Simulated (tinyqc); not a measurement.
The decay curve: photoconductance decay in a wafer: bulk and surface recombination modes, and iron detection by pair splitting. Computed by tinyqc, a small Python program. Command: `OMP_NUM_THREADS=1 python tinyqc.py 3111728 3111729 out.jsonl pcd walk`. One thread of a shared host (Intel(R) Xeon(R) Processor @ 2.30GHz), about 0.01 s of CPU time with the checks.

Both faces of the wafer have the same S; injection is low and all coefficients are constant. x runs from -W/2 to W/2.

Inputs (values chosen for the exercise, modelled on p-type silicon):
```
quantity                          value         unit
thickness W                         150   micrometre
diffusivity D                      25.5       cm^2/s
bulk lifetime tau_b without iron   2300  microsecond
surface recombination velocity S   1700         cm/s
absorption coefficient alpha        270         1/cm
```

Method:
- Even modes cos(a x) obey b tan b = S W/(2 D) with b = a W/2, odd modes sin(a x) obey -b cot b = S W/(2 D); each decays at the rate 1/tau_b + D a^2.
- tau_eff is the decay time of the first mode. The surface time is 1/(D a^2) of that mode; shortcuts for it are W/(2 S), W^2/(pi^2 D) and their sum, whose error is sum/surface time - 1.
- Light from one face makes n(x, 0) proportional to exp(-alpha (x + W/2)). Only even modes carry the thickness average: weight c_n = [sin b/b] int n cos(a x) dx / (int cos^2(a x) dx x mean n), with int exp(-alpha (x + W/2)) cos(a x) dx = [alpha cos b (1 - E) + a sin b (1 + E)]/(alpha^2 + a^2), E = exp(-alpha W), and int cos^2 = W/2 + sin(2 b)/(2 a).
- Mean density = sum_n c_n exp(-t/tau_n) over 60 modes; the local decay time is -1/(d ln n/dt).

W^2/(pi^2 D) = 0.894010 microsecond

tau_eff = 5.15728 microsecond

Decay:
```
t / (W^2/(pi^2 D))  t (microsecond)  mean density/start  local decay time (microsecond)
0.02                         0.0179             0.99274                          2.6460
0.05                         0.0447             0.98334                          2.9764
0.10                         0.0894             0.96959                          3.3549
0.20                         0.1788             0.94599                          3.8824
0.50                         0.4470             0.88954                          4.7290
1.00                         0.8940             0.81302                          5.1011
2.00                         1.7880             0.68332                          5.1564
```

What does the comparison show, and why?

The local decay time goes from 2.65 to 5.16 microsecond against tau_eff = 5.16. Early on higher modes speed the decay, so a fit must start late.
